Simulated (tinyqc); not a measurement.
# Model parameters from four stresses

Inverse problem. The threshold shift of a transistor under bias-temperature stress follows dV = A (V/V0)^g exp[-(Ea q/kB)(1/T - 1/T0)] (t/1 s)^n. Find n, A, g and Ea.

Parameters, values chosen for the exercise:
- V0 = 1.3 V (reference stress voltage)
- T0 = 398 K (reference temperature)

Constants: q = 1.602176634e-19 C, kB = 1.380649e-23 J/K. Results are converted to the units shown.

dV at (V0, T0, 10 s), (V0, T0, 1000 s), (1 V, T0, 1000 s) and (V0, 423 K, 1000 s) (mV): [8.7169126, 21.895894, 7.2744575, 30.377833]

Answer. Each pair differs in one condition, and the logarithm of its ratio gives one exponent.

n = 0.2000
A = 5.500 mV
g = 4.200
Ea = 0.1900 eV

Computed by the program tinyqc: `OMP_NUM_THREADS=1 python tinyqc.py 2070048 2070049 out.jsonl`, one thread of a shared Intel Xeon 2.30GHz, about 0.01 s for the whole run.
